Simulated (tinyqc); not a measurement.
Stretching all distances: RHF, UHF, MP2, CISD and CCSD against full CI in the sto-6g basis, for H3+, spin multiplicity 1. Computed by the program tinyqc with PySCF. All coordinates are multiplied by the scale. c0^2 is the weight of the RHF determinant in the lowest singlet FCI state (UHF is spin-contaminated and may lie near states of higher spin) and n(LUMO) the first natural occupation beyond the occupied space.

Geometry (angstrom):
```
atom,x,y,z
H,0.0000,0.0000,0.0000
H,0.0000,0.0000,0.7890
H,0.0000,0.0000,-0.7890
```

Full CI energy (hartree) and errors against it (kcal/mol):
```
scale,distance 1-2 (angstrom),E(FCI),RHF,UHF,MP2,CISD,CCSD,<S^2> UHF,c0^2,n(LUMO)
0.9900,0.7811,-1.234140,16.5001,16.5001,5.3079,0.0000,0.0000,0.0000,0.9780,0.0394
1.2300,0.9705,-1.236144,21.7296,21.7296,7.1211,0.0000,0.0000,0.0000,0.9636,0.0630
1.4800,1.1677,-1.197338,28.2423,24.5931,9.1508,0.0000,0.0000,0.3333,0.9426,0.0946
1.7200,1.3571,-1.149533,35.9357,22.0423,11.2409,0.0000,0.0000,0.5832,0.9148,0.1325
1.9600,1.5464,-1.103254,45.2802,18.3621,13.2748,0.0000,0.0000,0.7373,0.8789,0.1779
2.2000,1.7358,-1.063460,56.0925,15.0499,14.6938,0.0000,0.0000,0.8352,0.8368,0.2287
2.4500,1.9330,-1.030426,68.2325,12.3568,14.5657,0.0000,0.0000,0.8998,0.7914,0.2824
2.6900,2.1224,-1.006289,79.8543,10.3576,11.9520,0.0000,0.0000,0.9387,0.7516,0.3300
```

What does the comparison show, and why?

UHF parts from RHF first at scale 1.48 of those listed, where <S^2> leaves zero. The weight c0^2 goes from 0.98 to 0.75 and n(LUMO) from 0.04 to 0.33: static correlation grows as the bonds break into open-shell fragments. The spread of the error along the curve, which distorts its shape, is CISD 0.0, CCSD 0.0, MP2 9.4, UHF 14.2, RHF 63.4 kcal/mol. With two electrons CISD and CCSD are exact.
